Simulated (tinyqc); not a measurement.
## Thin-film transistor with exponential tail and deep states, accumulation layer: effect of the total density of deep states

An undoped film in accumulation, thicker than the space-charge layer. With band bending psi the Fermi level lies E0 - psi below the band edge. Free electrons n = n0 exp(psi/Vt) carry the current; electrons in two exponential distributions of traps, a = a0 exp(psi/Va) and d = d0 exp(psi/Vp), do not. Linear regime, ohmic contacts, traps in equilibrium.

Va = kB Tt/q, Vp = kB Td/q; n0 = Nc exp(-E0/Vt), a0 = Nt th(T/Tt) exp(-E0/Va), d0 = Nd th(T/Td) exp(-E0/Vp), th(x) = pi x/sin(pi x). G(psi) = sum over the three kinds of c0 [V (exp(psi/V) - 1) - psi], field F = sqrt(2 q G/(eps0 eps_r)); Vg = psi + eps0 eps_r F/Ci at the surface. Total charge Q = Ci (Vg - psi_s); free charge Qf = q times the integral of n0 (exp(psi/Vt) - 1)/F over psi from 0 to psi_s; I = (W/L) mb Qf Vd; effective mobility mb Qf/Q.

Inputs (values chosen for the exercise); values close to those of an organic semiconductor: temperature T = 290 K; relative permittivity of the semiconductor eps_r = 3.2; density of extended states Nc = 8.9e19 cm^-3; band mobility mb = 3 cm^2/(V s); total density of tail states Nt = 8.5e19 cm^-3; characteristic temperature of the tail Tt = 400 K; characteristic temperature of the deep states Td = 1390 K; bulk Fermi level below the band edge E0 = 0.54 eV; gate capacitance Ci = 12 nF/cm^2; ratio W/L WL = 5; drain voltage Vd = 0.1 V; gate voltage above flat band Vg = 23 V.

Constants: q = 1.602176634e-19 C, kB = 1.380649e-23 J/K, Vt = kB T/q, eps0 = 8.8541878128e-14 F/cm where lengths are in cm. Results are converted to the units shown.

Result of one run:
```
Nd (cm^-3),E0 - psi_s (eV),Q (nC/cm^2),free share (%),effective mobility (cm^2/(V s)),I (nA)
1.8e17,0.08596,270.6,6.937,0.2081,28.15
```

What becomes of these results when the total density of deep states Nd is changed from 1.8e17 to 7.3e16 cm^-3, all else the same?

Result of the changed run:
```
Nd (cm^-3),E0 - psi_s (eV),Q (nC/cm^2),free share (%),effective mobility (cm^2/(V s)),I (nA)
7.3e16,0.08571,270.5,7.063,0.2119,28.66
```

The whole series:
```
Nd (cm^-3),E0 - psi_s (eV),Q (nC/cm^2),free share (%),effective mobility (cm^2/(V s)),I (nA)
3e16,0.08561,270.5,7.117,0.2135,28.88
7.3e16,0.08571,270.5,7.063,0.2119,28.66
1.8e17,0.08596,270.6,6.937,0.2081,28.15
4.2e17,0.08652,270.6,6.681,0.2004,27.12
1e18,0.08789,270.6,6.144,0.1843,24.94
2.5e18,0.09154,270.6,5.034,0.1510,20.44
6e18,0.1006,270.7,3.241,0.09724,13.16
```

As Nd goes from 3e16 to 6e18 cm^-3, the free share falls from 7.12 to 3.24 %, the distance of the Fermi level from the edge rises from 0.0856 to 0.101 eV and the current falls from 28.9 to 13.2 nA. Q varies by only 0.067 %: the gate sets the charge, the traps decide how much of it moves. In every row the th form, which assumes a Fermi level far below the edge, overcounts the filled tail at the surface by more than 15 %.

Numbers from tinyqc (`OMP_NUM_THREADS=1 python tinyqc.py 2610039 2610040 out.jsonl`; about 0.02 s on one thread of a shared Intel Xeon 2.30GHz).
